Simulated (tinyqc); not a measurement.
Short-channel transistor, virtual-source model with series resistance: course of the iteration: current through the series resistance.

The current per gate width is the charge at the top of the source barrier (the virtual source) times its velocity times a saturation function; al and be are fitting constants of the model. Units: I in uA/um, Rs in ohm um, so I Rs = 1e-6 I Rs in volts; Q in uC/cm^2, so I = 1e-4 Q vx0 Fsat with vx0 in cm/s.

Intrinsic voltages Vg' = Vgs - I Rs, Vd' = Vds - 2 I Rs. n = n0 + nd Vd', VT = VT0 - dl Vd', Ff = 1/(1 + exp((Vg' - VT + al Vt/2)/(al Vt))), Q = Cinv n Vt ln(1 + exp((Vg' - VT + al Vt Ff)/(n Vt))), Vdsat = (vx0 L/mu)(1 - Ff) + Vt Ff, Fsat = u/(1 + u^be)^(1/be) with u = Vd'/Vdsat, and I(out) = Q vx0 Fsat per width. (Fsat takes the sign of u.) I(new) = I + 0.3 (I(out) - I).

Stop when I changes by less than 1e-7 uA/um, or after 80 iterations.

Parameters, values chosen for the exercise: temperature T = 325 K; inversion capacitance Cinv = 1.8 uF/cm^2; velocity at the virtual source vx0 = 7.83e6 cm/s; apparent mobility mu = 930 cm^2/(V s); channel length L = 45 nm; threshold at zero drain voltage VT0 = 0.301 V; drain-induced barrier lowering dl = 0.069 V/V; subthreshold factor n0 = 1.33; growth of n with drain voltage nd = 0 1/V; threshold shift (in units of Vt) from weak to strong inversion al = 3.5; sharpness of saturation be = 1.4; series resistance of each contact Rs = 150 ohm um; gate voltage Vgs = 0.5 V; drain voltage Vds = 0.25 V.

Constants: q = 1.602176634e-19 C, kB = 1.380649e-23 J/K, Vt = kB T/q. Results are converted to the units shown.

I at the start = 0 uA/um

Course of the iteration:
```
iteration  I (uA/um)  |change| (uA/um)
1            89.6544              89.7
2            146.000              56.3
3            181.397              35.4
4            203.624              22.2
5            217.576              14.0
6            226.332              8.76
7            231.825              5.49
8            235.271              3.45
9            237.432              2.16
...              ...               ...
38           241.069           2.88e-6
39           241.069           1.80e-6
40           241.069           1.13e-6
41           241.069           7.10e-7
42           241.069           4.45e-7
43           241.069           2.79e-7
44           241.069           1.75e-7
45           241.069           1.10e-7
46           241.069           6.89e-8
```

Did this iteration meet its convergence test, and what does its course show?

Yes. Converged in 46 iterations. At the end each change is about 0.63 times the one before: linear convergence.

Computed by the program tinyqc: `OMP_NUM_THREADS=1 python tinyqc.py 2380037 2380038 out.jsonl`, one thread of a shared Intel Xeon 2.30GHz, about 0.01 s for the whole run.
